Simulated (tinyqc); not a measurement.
Inside a calculation. Method: extended Hueckel theory, for H4. Computed by tinyqc, a small Python program that keeps every step (integrals from PySCF). Settings: charge = 0, K = 1.5, multiplicity = 1. Command: `OMP_NUM_THREADS=1 python tinyqc.py 28521 28522 out.jsonl` (the two numbers bound the seeds that draw the settings). One thread of a shared host (Intel(R) Xeon(R) Processor @ 2.60GHz), about 0.01 s of CPU time with the checks.

## Overlaps

Geometry (angstrom):
```
atom,x,y,z
H,0.000000,0.000000,0.000000
H,0.000000,0.000000,0.992000
H,0.000000,0.000000,1.865000
H,0.000000,0.000000,2.857000
```

Parameters chosen for this run:
```
element,shell,Slater exponent,H_ii (eV)
H,1s,1.300000,-13.600000
```

Slater orbitals, each expanded in six Gaussians scaled to its exponent.

overlap S:
```
,1H 1s,2H 1s,3H 1s,4H 1s
1H 1s,1.000000,0.473541,0.128774,0.021878
2H 1s,0.473541,1.000000,0.547818,0.128774
3H 1s,0.128774,0.547818,1.000000,0.473541
4H 1s,0.021878,0.128774,0.473541,1.000000
```

## Wolfsberg-Helmholz matrix

diagonal H_ii (eV): 1H 1s -13.600000, 2H 1s -13.600000, 3H 1s -13.600000, 4H 1s -13.600000

K = 1.500000

H_ij = K' S_ij (H_ii + H_jj)/2 for i != j (the diagonal keeps H_ii), with K' = 1.5.

H (eV):
```
,1H 1s,2H 1s,3H 1s,4H 1s
1H 1s,-13.600000,-9.660242,-2.626992,-0.446318
2H 1s,-9.660242,-13.600000,-11.175480,-2.626992
3H 1s,-2.626992,-11.175480,-13.600000,-9.660242
4H 1s,-0.446318,-2.626992,-9.660242,-13.600000
```

## Orbitals

valence electrons = 4

Solve H C = S C e through S^(-1/2); fill by pairs from the bottom, a degenerate level sharing its electrons equally; each orbital has its largest coefficient positive (the first on a tie).

orbital energies (eV): -16.898576  -14.480583  -9.565572  3.752683

occupations: 2.000000  2.000000  0.000000  0.000000

coefficients:
```
,MO1,MO2,MO3,MO4
1H 1s,0.277887,0.591277,0.746796,-0.591139
2H 1s,0.424543,0.292648,-0.488820,1.194357
3H 1s,0.424543,-0.292648,-0.488820,-1.194357
4H 1s,0.277887,-0.591277,0.746796,0.591139
```

sum of one-electron energies = -62.758318 eV

## Mulliken analysis

P = C n C^T; charge = valence electrons (H 1) minus the sum of (P S)_ii on the atom; overlap population = 2 sum P_ij S_ij between two atoms.

charges: 1H -0.103171, 2H 0.103171, 3H 0.103171, 4H -0.103171

Overlap populations:
```
pair,value
2-1,0.551223
3-1,-0.028362
3-2,0.207280
4-1,-0.023837
4-2,-0.028362
4-3,0.551223
```
